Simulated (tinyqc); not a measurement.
# Junction parameters from two forward currents

Inverse problem. D(v) = J1 (exp(v/Vt) - 1) + J2 (exp(v/(2 Vt)) - 1). Find J1, J2 and the voltage 2 Vt ln(J2/J1) near which both parts are equal.

Inputs (values chosen for the exercise): temperature T = 300 K.

Constants: q = 1.602176634e-19 C, kB = 1.380649e-23 J/K, Vt = kB T/q. Results are converted to the units shown.

junction voltages (V): 0.3  0.62
currents (uA/um): 4.8592037e-6  0.21541533

Answer. The current is linear in J1 and J2, so two points give two equations.

J1 = 8.200e-12 uA/um
J2 = 1.200e-8 uA/um
crossover = 0.3768 V

Numbers from tinyqc (`OMP_NUM_THREADS=1 python tinyqc.py 2182177 2182178 out.jsonl`; about 0.2 s on one thread of a shared Intel Xeon 2.30GHz).
